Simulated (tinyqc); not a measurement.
Worked calculation: deformation-potential model of the Delta valleys of a conduction band. Values are carried at full precision from step to step, so a last printed digit may differ when a step is redone from the rounded ones.

s11 = (C11 + C12)/((C11 - C12)(C11 + 2 C12)), s12 = -C12/((C11 - C12)(C11 + 2 C12)), s44 = 1/C44; exx = s11 sxx + s12 (syy + szz) and cyclic, exy = s44 sxy/2; tension is positive. A uniaxial stress X along the unit vector n is s_ij = X n_i n_j.

Constants: kB = 8.617333262e-05 eV/K; hbar^2/2m0 = 3.80998211 eV angstrom^2.

Values chosen for the exercise (near those of Si; not measured data):
- C11 = 168.1 GPa
- C12 = 65 GPa
- C44 = 77.7 GPa
- load = uniaxial [110] (kind of stress)
- X = 0.88 GPa (stress)
- Xd = 1.15 eV (dilation potential)
- Xu = 9.29 eV (uniaxial potential)
- T = 300 K (temperature)
- ml = 0.945 m0 (longitudinal mass)
- mt = 0.189 m0 (transverse mass)

## Strain from a uniaxial [110] stress

Form the compliances and the strain.

s11, s12, s44 (1/TPa): 7.5844  -2.1149  12.8700

strain tensor:
```
          x         y          z
x  0.002407  0.002831   0.000000
y  0.002831  0.002407   0.000000
z  0.000000  0.000000  -0.001861
```

## Valley shifts

Valleys with axes along x, y and z, each a pair at +k and -k. Herring-Vogt shift of a valley with unit axis a: dE = Xd tr(e) + Xu a.e.a. Non-degenerate shares n_i = exp(-dE_i/kT)/sum_j exp(-dE_j/kT). Inverse mass tensor of a valley: (1 - a a)/mt + a a/ml; the masses are taken as independent of strain.

Apply the Herring-Vogt formula to each valley.

Xd tr(e) = 3.39 meV

a.e.a: x 0.002407, y 0.002407, z -0.001861

shifts dE (meV): x 25.75, y 25.75, z -13.90

The lowest valley is z, 39.6 meV below the highest; the mean shift over all valleys is (Xd + Xu/3) tr(e) = 12.54 meV.

## Shares of the electrons

Boltzmann factors of the shifts.

kT = 25.852 meV

shares: x 0.1507, y 0.1507, z 0.6986

effective number of valley axes, 1/(largest share) = 1.432

## Conductivity mass tensor

With one scattering time for all valleys the conductivity goes as M = sum_i n_i (inverse mass tensor of valley i); along the unit vector u, 1/m_c = u.M.u. Without stress 1/m_c = (1/ml + 2/mt)/3. Take u along [001].

M (1/m0):
```
       x      y      z
x  4.653  0.000  0.000
y  0.000  4.653  0.000
z  0.000  0.000  2.334
```

m_c along [001] = 0.4284 m0
m_c without stress = 0.2577 m0

The repopulation alone changes the mobility along [001] by -39.8 %; with all electrons in the valleys lightest or heaviest along this direction it would change by +36 or -73 %.

## Effective density of states

Each of the 6 whole valleys has m_d = (ml mt^2)^(1/3) and N = 2 (m_d kT/(4 pi c))^(3/2), c = hbar^2/2m0. Counted from the lowest edge, Nc = N x 2 x sum_i exp(-(dE_i - dE_min)/kT). 1 angstrom^-3 = 1e24 cm^-3.

m_d = 0.3232 m0
N of one valley = 4.611e+18 cm^-3
Nc under stress = 1.320e+19 cm^-3
Nc without stress = 2.766e+19 cm^-3

## Piezoresistance from repopulation

For small stress d(rho)/rho = pi X. For valleys on the cube axes pi11 = -(2/3) Xu (s11 - s12)/kT x (K - 1)/(2K + 1), pi12 = -pi11/2, pi44 = 0, K = ml/mt. For stress along [110]: pi_l = (pi11 + pi12 + pi44)/2 with the current along it and pi_t = (pi11 + pi12 - pi44)/2 with the current along [1-10]. 1/GPa = 100 x 1e-11/Pa.

K = 5.000

pi11, pi12, pi44 (1e-11/Pa): -84.5  42.2  0.0

pi_l, pi_t for [110] (1e-11/Pa): -21.1  -21.1

Only the transfer between valleys is counted; changes of mass and of intervalley scattering add to it in a real crystal.

## Checks

- Conductivity mass at zero stress against 3/(1/ml + 2/mt): both 0.2577273.
- Piezoresistance coefficients by finite differences against the closed form: largest difference 1.4e-08.

(tinyqc, `OMP_NUM_THREADS=1 python tinyqc.py 1050276 1050277 out.jsonl`, Intel(R) Xeon(R) Processor @ 2.30GHz, 1 thread, shared host, about 0.03 s.)
